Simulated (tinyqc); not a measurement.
Temperature: carrier statistics of a doped semiconductor with parabolic bands.

Eg(T) = Eg0 - al T^2/(T + be); m_de = Mv^(2/3) (ml mt^2)^(1/3); m_dh = (mhh^(3/2) + mlh^(3/2))^(2/3); Nc and Nv from N = 2 (m kB T/(4 pi c))^(3/2) with c = hbar^2/2m0, in 1/angstrom^3; times 1e24 for 1/cm^3.

Energies are counted from Ev, so Ec = Eg. n = Nc F_1/2((EF - Eg)/kT), p = Nv F_1/2(-EF/kT), ND+ = ND/(1 + 2 exp((EF - Eg + ED)/kT)), NA- = NA/(1 + 4 exp((EA - EF)/kT)); neutrality asks p + ND+ = n + NA-. F_j(eta) = (1/Gamma(j + 1)) integral_0^infinity x^j dx/(1 + exp(x - eta)), which tends to exp(eta) for eta << 0.

Constants: hbar^2/2m0 = 3.80998211 eV angstrom^2; kB = 8.617333262e-05 eV/K.

Inputs chosen for the exercise (near those of InAs; shifted at random, so the results belong to these values and not to a real crystal):
- Eg0 = 0.4163 eV (gap at 0 K)
- al = 0.000276 eV/K (Varshni alpha)
- be = 92 K (Varshni beta)
- ml = 0.026 m0 (longitudinal electron mass)
- mt = 0.026 m0 (transverse electron mass)
- Mv = 1 (equivalent valleys)
- mhh = 0.408 m0 (heavy-hole mass)
- mlh = 0.0259 m0 (light-hole mass)
- ND = 4.5e+14 1/cm^3 (donors)
- NA = 2.1e+17 1/cm^3 (acceptors)
- ED = 0.00202 eV (donor level below Ec)
- EA = 0.0149 eV (acceptor level above Ev)

Neutrality solved at each temperature; ni = sqrt(Nc Nv) exp(-Eg/2kT).

Carriers (1/cm^3):
```
T (K)  EF (eV)         n         p  majority / |ND - NA|        ni  Eg (eV)
10      0.0108    <1e-99  1.46e+11              6.95e-07  7.44e-90   0.4160
20      0.0085  5.56e-88  8.23e+14               0.00393  6.77e-37   0.4153
40      0.0107  1.08e-35  1.41e+16                0.0675  3.93e-10   0.4130
77      0.0178  4.85e-10  5.80e+16                 0.277  5.36e+03   0.4066
120     0.0287      8.63  1.02e+17                 0.487  9.49e+08   0.3976
200     0.0546  3.95e+08  1.50e+17                 0.714  7.75e+12   0.3785
300     0.0936  4.63e+12  1.76e+17                 0.840  9.07e+14   0.3529
400     0.1374  6.70e+14  1.89e+17                 0.900  1.13e+16   0.3265
500     0.1820  1.44e+16  2.08e+17                 0.993  5.55e+16   0.2997
600     0.2165  9.01e+16  2.84e+17                  1.36  1.69e+17   0.2727
```

How do the results move, and what explains it?

Ionisation is incomplete: the majority density is below 90 % of the net doping at 10, 20, 40, 77, 120, 200 and 300 K, down to a share of 7e-07. It is within 10 % of the net doping at 400 and 500 K. At 600 K thermal pairs lift it more than 10 % above the net doping; ni has reached 1.69e+17 1/cm^3 at 600 K against a net doping of 2.10e+17. For so narrow a gap the hottest rows are formal: EF can enter a band, where the Boltzmann ni is too large, and the crystal may melt. EF goes from 0.011 eV to 0.216 eV, where midgap is 0.136 eV and the intrinsic level (Boltzmann) 0.244 eV.

Run: tinyqc, `OMP_NUM_THREADS=1 python tinyqc.py 1651961 1651962 out.jsonl`; Intel(R) Xeon(R) Processor @ 2.30GHz, one thread, shared host; about 0.01 s of CPU time with all checks.
